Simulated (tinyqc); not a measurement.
Transistor under a ferroelectric capacitor (negative capacitance), static model: one step of the calculation.

A ferroelectric film of thickness tf lies between the gate and an inner metal at potential v, which drives an ordinary transistor. One domain, P = Q (background permittivity neglected): Vg = v + tf (2 al Q + 4 be Q^3), al = -3 sqrt(3) Ec/(4 Pr), be = 3 sqrt(3) Ec/(8 Pr^3). Gate charge Q(v) = Qi + Cp v with the channel charge Qi = Cox n Vt ln(1 + exp((v - VT)/(n Vt))). Q in uC/cm^2, E in kV/cm; 1 nm times 1 kV/cm is 1e-4 V. Domains, leakage and the switching time are left out.

Task. Inner potential by Newton steps. f = v + tf (2 al Q + 4 be Q^3) - Vg, f' = 1 + C tf (2 al + 12 be Q^2) with C = Cox/(1 + exp(-(v - VT)/(n Vt))) + Cp; v(new) = v - f/f'.

Inputs (values chosen for the exercise); Pr and Ec close to those of hafnium oxide based films: temperature T = 300 K; capacitance of the inner oxide Cox = 3.7 uF/cm^2; overlap capacitance per gate area Cp = 1.18 uF/cm^2; threshold of the inner transistor VT = 0.4 V; subthreshold factor of the inner transistor n = 1.17; ferroelectric thickness tf = 5 nm; gate voltage Vg = 0.44 V.

Constants: q = 1.602176634e-19 C, kB = 1.380649e-23 J/K, Vt = kB T/q. Results are converted to the units shown.

v after iteration 1 = 0.58913267 V
al = -114.62101 kV cm/uC
be = 0.19830624 kV cm^5/uC^3

Wanted: Q; f; f'; v after iteration 2.

Result.

Q = 1.3952 uC/cm^2
f = -0.0097075 V
f' = 0.45275
v after iteration 2 = 0.61057 V

Computed by the program tinyqc: `OMP_NUM_THREADS=1 python tinyqc.py 2860025 2860026 out.jsonl`, one thread of a shared Intel Xeon 2.30GHz, about 0.02 s for the whole run.
